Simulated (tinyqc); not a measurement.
Inside a calculation. Method: Hueckel theory of the pi electrons with the omega technique, for the molecule C=C1C=CC=CC=C1 (SMILES; centres numbered as the heavy atoms are written). One step of it, computed by the program tinyqc.

Question. Energy, charges, bond orders. E = sum n x; q_r = z_r - P_rr; bond order p = P_rs; free valence = sqrt(3) - sum of p over the bonds of the atom.

final x values: 2.105797  1.440364  1.285124  0.135378  -0.395291  -0.823764  -1.765134  -1.982474

occupations: 2.000000  2.000000  2.000000  2.000000  0.000000  0.000000  0.000000  0.000000

final P:
```
,1C,2C,3C,4C,5C,6C,7C,8C
1C,1.154391,0.793531,-0.137886,-0.329885,0.213070,0.213070,-0.329885,-0.137886
2C,0.793531,1.023751,0.425461,-0.003610,-0.061980,-0.061980,-0.003610,0.425461
3C,-0.137886,0.425461,0.956581,0.784360,0.053458,-0.336733,-0.091196,0.241455
4C,-0.329885,-0.003610,0.784360,0.983781,0.508560,0.030835,-0.088195,-0.091196
5C,0.213070,-0.061980,0.053458,0.508560,0.970567,0.757669,0.030835,-0.336733
6C,0.213070,-0.061980,-0.336733,0.030835,0.757669,0.970567,0.508560,0.053458
7C,-0.329885,-0.003610,-0.091196,-0.088195,0.030835,0.508560,0.983781,0.784360
8C,-0.137886,0.425461,0.241455,-0.091196,-0.336733,0.053458,0.784360,0.956581
```

Centres:
```
centre,"z_r, pi electrons of the neutral centre",h
1C,1,0.000000
2C,1,0.000000
3C,1,0.000000
4C,1,0.000000
5C,1,0.000000
6C,1,0.000000
7C,1,0.000000
8C,1,0.000000
```

Bonds:
```
i,j,k
1,2,1
2,3,1
3,4,1
4,5,1
5,6,1
6,7,1
7,8,1
8,2,1
```

Give: pi energy = 8 alpha + this times beta; pi charges; Bond orders and lengths from R = 1.517 - 0.180 p; free valence of the carbons; gap between the highest filled and the next level.

Answer.

pi energy = 8 alpha + this times beta = 9.9333

pi charges: 1C -0.1544, 2C -0.0238, 3C 0.0434, 4C 0.0162, 5C 0.0294, 6C 0.0294, 7C 0.0162, 8C 0.0434

Bond orders and lengths from R = 1.517 - 0.180 p (angstrom, C-C alone):
```
bond,p,R
1-2,0.7935,1.3742
2-3,0.4255,1.4404
3-4,0.7844,1.3758
4-5,0.5086,1.4255
5-6,0.7577,1.3806
6-7,0.5086,1.4255
7-8,0.7844,1.3758
8-2,0.4255,1.4404
```

free valence of the carbons: 1C 0.9385, 2C 0.0876, 3C 0.5222, 4C 0.4391, 5C 0.4658, 6C 0.4658, 7C 0.4391, 8C 0.5222

gap between the highest filled and the next level = 0.5307 |beta|
